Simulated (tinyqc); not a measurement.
Mesh: mean-field antiferromagnet of the Hubbard model on the square lattice.

e(k) = -2 t (cx + cy) - 4 t2 cx cy, ci = cos ki; one electron a site; Q = (pi, pi). <n_up - n_dn> = m cos(Q.R) gives Delta = U m/2 and bands E = e+ -/+ sqrt(e-^2 + Delta^2), e+- = (e(k) +- e(k + Q))/2 (the constant U/2 is dropped). Means run over the mesh k_i = 2 pi (j + 1/2)/N of the whole zone: mu from mean(f(E-) + f(E+)) = 1; m(out) = mean of Delta (f(E-) - f(E+))/sqrt(e-^2 + Delta^2); free energy per site F = -kT mean[ln(1 + exp(-(E- - mu)/kT)) + ln(1 + exp(-(E+ - mu)/kT))] + mu + U m^2/4. Order at T > 0 in two dimensions is an artefact of mean field.

Constants: kB = 8.617333262e-05 eV/K.

Values chosen for the exercise: t = 1.16 eV (nearest hopping); t2 = 0 eV (second hopping); U = 4.42 eV (on-site repulsion); T = 600 K.

Start m = 0.9, at most 400 steps.

Results:

| N | m | Delta (eV) |
|---|---|---|
| 4 | 0.7176 | 1.5859 |
| 6 | 0.6760 | 1.4939 |
| 8 | 0.6720 | 1.4852 |
| 12 | 0.6710 | 1.4830 |
| 16 | 0.6709 | 1.4828 |
| 24 | 0.6709 | 1.4828 |
| 48 | 0.6709 | 1.4828 |

What can be read from this table?

m spans 0.6709 to 0.7176; it stays within 0.002 of the last value from N = 8 on. The level spacing across the Fermi surface, about 4 pi t/N, should fall below the larger of Delta = 1.483 eV and kT, a rough rule that asks for N above about 9.8.

Run: tinyqc, `OMP_NUM_THREADS=1 python tinyqc.py 1682670 1682671 out.jsonl`; Intel(R) Xeon(R) Processor @ 2.30GHz, one thread, shared host; about 0.2 s of CPU time with all checks.
